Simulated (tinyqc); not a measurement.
What moves the results: localisation in a chain with random site energies (transfer matrices). A value that a table varies takes the place of the one given here.

Hopping -t; leads with site energy 0, E = -2t cos(ka). psi_(j+1) = ((e_j - E)/t) psi_j - psi_(j-1), a product of matrices M_j = [[(e_j - E)/t, -1], [1, 0]]. For M = M_N ... M_1 the transmission is T = 4 sin^2(ka)/|M21 - M12 + M22 exp(ika) - M11 exp(-ika)|^2. Long samples draw e_j = W (x_j/2147483647 - 1/2) from x_j = 16807 x_(j-1) mod 2147483647, starting at x0. The localisation length xi, in sites, is defined by ln T = -2N/xi on average; weak disorder gives xi = 24 (4t^2 - E^2)/W^2, and the mean free path for backscattering is xi/2.

Numerical xi = N/ln sqrt(psi_(N+1)^2 + psi_N^2) for N = 20000 sites from psi_1 = 1, psi_0 = 0; its statistical error is about xi sqrt(xi/N).

Values chosen for the exercise:
- t = 1.94 eV (hopping)
- E = -2.87 eV (energy)
- x0 = 7430 (start of the number sequence)
- W = 2.73 eV (full width of the disorder)

## Localisation length against disorder

The same number sequence scaled by W.

xi (sites):

| W/t | W (eV) | numerical | error | weak disorder | strong: 1/(ln(W/2t) - 1) |
|---|---|---|---|---|---|
| 1.0 | 1.940 | 41.878 | 1.916 | 43.474 | - |
| 1.5 | 2.910 | 18.811 | 0.577 | 19.322 | - |
| 2.0 | 3.880 | 11.051 | 0.260 | 10.869 | - |
| 3.0 | 5.820 | 5.714 | 0.097 | 4.830 | - |
| 4.0 | 7.760 | 3.810 | 0.053 | 2.717 | - |
| 6.0 | 11.640 | 2.365 | 0.026 | 1.208 | - |
| 10.0 | 19.400 | 1.355 | 0.011 | 0.435 | 1.641 |
| 16.0 | 31.040 | 0.887 | 0.006 | 0.170 | 0.926 |

At W = t the numerical value is 41.9 +/- 1.9 against 43.5, and at 2t 11.05 +/- 0.26 against 10.87. The weak-disorder formula is within 15 % for W/t = 1, 1.5 and 2; at W = 16t it gives 0.17 and the strong-disorder form 0.93, against 0.89. All states of the chain are localised; disorder only sets the length.

## From ballistic to localised

200 samples of each length, cut one after another from the start of the sequence. Typical T = exp(mean ln T). Ohmic: 1/(1 + 2N/xi); localised: exp(-2N/xi), both with the weak-disorder xi.

Transmission:

| N | mean T | typical T | spread of ln T | ohmic | localised |
|---|---|---|---|---|---|
| 2 | 0.854 | 0.848 | 0.121 | 0.846 | 0.833 |
| 5 | 0.685 | 0.648 | 0.353 | 0.687 | 0.634 |
| 10 | 0.483 | 0.398 | 0.699 | 0.523 | 0.402 |
| 20 | 0.280 | 0.152 | 1.307 | 0.354 | 0.162 |
| 40 | 0.118 | 0.0260 | 1.983 | 0.215 | 0.0261 |
| 80 | 0.0230 | 0.000485 | 3.272 | 0.121 | 0.000684 |

With xi = 22.0 sites, mean and typical T are 0.685 and 0.648 at N = 5, and 0.0230 and 0.000485 at N = 80, where ln T scatters by 3.3. The slope of ln(typical T) between 40 and 80 sites gives xi = 20.1, uncertain by about 7 % from the scatter of 200 samples. At N = 80 the ohmic law gives 249 times the typical value: a single channel has no ohmic range beyond a mean free path, and the mean is carried by rare resonant samples.

## What each parameter does

Numerical and weak-disorder xi. Each row changes one parameter from the base and keeps the others.

Results:

| case | numerical xi (sites) | weak-disorder xi (sites) |
|---|---|---|
| base | 21.31 | 21.95 |
| t = 2.231 eV | 39.43 | 37.59 |
| E = -2.01 eV | 35.50 | 35.47 |
| W = 3.276 eV | 14.84 | 15.25 |
| x0 = 7431 | 22.53 | 21.95 |

The largest shifts from the base row, up to three for each result and ties (the steps differ in size, so this ranks the rows, not the parameters). numerical xi (sites): t +18.12, E +14.18, W -6.47. weak-disorder xi (sites): t +15.63, E +13.51, W -6.71; unchanged at the printed digits by x0. A new x0 is another sample of the same disorder; its shift is one draw of the statistical scatter, about xi sqrt(xi/N); the other rows share one sample, so their errors are correlated.

Computed by tinyqc, a small Python program: `OMP_NUM_THREADS=1 python tinyqc.py 1481920 1481921 out.jsonl` (the numbers bound the seed that draws the inputs); one thread of a shared host (Intel(R) Xeon(R) Processor @ 2.30GHz), about 0.04 s for the whole set of steps.
